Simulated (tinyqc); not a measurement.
From results back to parameters: Boltzmann transport in a parabolic band with a power-law relaxation time. Three cases, with inputs chosen for the exercise.

Problem. The Seebeck coefficient and the Hall density nH = n/rH are given; md is hidden (a Pisarenko analysis).

F_j(eta) = (1/Gamma(j + 1)) integral_0^infinity x^j dx/(1 + exp(x - eta)), which tends to exp(eta) for eta << 0.

n = N F_1/2(eta) with N = 2 (m kB T/(4 pi c))^(3/2) with c = hbar^2/2m0, in 1/angstrom^3; times 1e24 for 1/cm^3, m = md.

tau = tau0 x^r with x = E/kT. With K_j = Gamma(j + 1) F_j(eta): <tau> = tau0 (r + 3/2) K_(r+1/2)/((3/2) K_(1/2)); mu = <tau>/(mc m0/e), m0/e = 5.685630e-12 kg/C; Hall factor rH = (3/2) K_(1/2) (2r + 3/2) K_(2r+1/2)/((r + 3/2) K_(r+1/2))^2; Seebeck S = -(kB/e) [(r + 5/2) K_(r+3/2)/((r + 3/2) K_(r+1/2)) - eta]; Lorenz number L = (kB/e)^2 [(r + 7/2) K_(r+5/2)/((r + 3/2) K_(r+1/2)) - ((r + 5/2) K_(r+3/2)/((r + 3/2) K_(r+1/2)))^2]; kB/e in V/K. Valley anisotropy is left out of rH.

Constants: hbar^2/2m0 = 3.80998211 eV angstrom^2; kB = 8.617333262e-05 eV/K.

Find: eta; rH; n; md.

Method. S depends on eta alone and |S| falls steadily with it; eta gives rH and so n, and N = n/F_1/2(eta) gives md from N proportional to md^(3/2).

Case 1.

Values chosen (out of a larger set: masses near those of GaN; tau0 is set for a mobility of the usual size at this n, kL is a free input; freeze-out and phonon drag, which matter near 77 K, are left out; not measured data): r = -0.5 (exponent of tau); T = 300 K.

S = -590.231 microvolt/K
nH = 1.5286e+16 1/cm^3

Solution.

eta = -4.85
rH = 1.178
n = 1.8e+16 1/cm^3
md = 0.203 m0

Case 2.

Values chosen (out of a larger set: masses near those of SiC; tau0 is set for a mobility of the usual size at this n, kL is a free input; freeze-out and phonon drag, which matter near 77 K, are left out; not measured data): r = 0 (exponent of tau); T = 77 K.

S = -97.063 microvolt/K
nH = 1.5000e+19 1/cm^3

Solution.

eta = 3.84
rH = 1.000
n = 1.5e+19 1/cm^3
md = 0.823 m0

Case 3.

Values chosen (out of a larger set: masses near those of InP; tau0 is set for a mobility of the usual size at this n, kL is a free input; freeze-out and phonon drag, which matter near 77 K, are left out; not measured data): r = 0 (exponent of tau); T = 400 K.

S = -326.007 microvolt/K
nH = 2.3000e+17 1/cm^3

Solution.

eta = -1.16
rH = 1.000
n = 2.3e+17 1/cm^3
md = 0.076 m0

Computed by tinyqc, one run a case: `OMP_NUM_THREADS=1 python tinyqc.py N N+1 out.jsonl` with N = 1650205, 1650232, 1650233; one thread of a shared Intel(R) Xeon(R) Processor @ 2.30GHz, about 0.01 s a run at most.
